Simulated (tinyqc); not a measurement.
Plane-wave Kohn-Sham cycle with exchange-only LDA in a layered model solid, step by step. Computed by tinyqc, a small Python program that keeps every step. Settings: points = 16, plane-wave index or count = 3, electrons = 2, k points = 4, area = 30.0, mixing = 0.3, iteration cap = 73. Command: `OMP_NUM_THREADS=1 python tinyqc.py 29364 29365 out.jsonl` (the two numbers bound the seeds that draw the settings). One thread of a shared host (Intel(R) Xeon(R) Processor @ 2.60GHz), about 0.03 s of CPU time with the checks.

A solid whose potential varies along x alone (atomic units):
```
parameter                      value
period a                   13.700000
cross-section of the cell  30.000000
electrons per cell                 2
grid points                       16
plane waves -n..n, n               3
k points                           4
V1 in V1 cos(2 pi x/a)     -0.480000
V2 in V2 cos(4 pi x/a)     -0.230000
```

Stop when sqrt(dV sum R^2) is below 1e-8, dV = a A/N.

Course of the cycle:
```
iteration  E (hartree)  norm of the residual
1           -1.1635298              1.58e-01
2           -0.9640284              1.07e-01
3           -0.8666551              7.14e-02
4           -0.8221000              4.69e-02
5           -0.8025216              3.05e-02
6           -0.7942520              1.96e-02
7           -0.7909081              1.26e-02
8           -0.7896224              8.12e-03
9           -0.7891585              5.31e-03
10          -0.7890061              3.54e-03
11          -0.7889647              2.41e-03
...                ...                   ...
40          -0.7889764              1.96e-07
41          -0.7889764              1.41e-07
42          -0.7889764              1.02e-07
43          -0.7889764              7.32e-08
44          -0.7889764              5.27e-08
45          -0.7889764              3.80e-08
46          -0.7889764              2.73e-08
47          -0.7889764              1.97e-08
48          -0.7889764              1.41e-08
49          -0.7889764              1.02e-08
50          -0.7889764              7.32e-09
```

Can the last value be used, and what does the course show?

Yes. Converged in 50 iterations. Before convergence this energy mixes input and output and is not variational, so it may rise towards its limit.
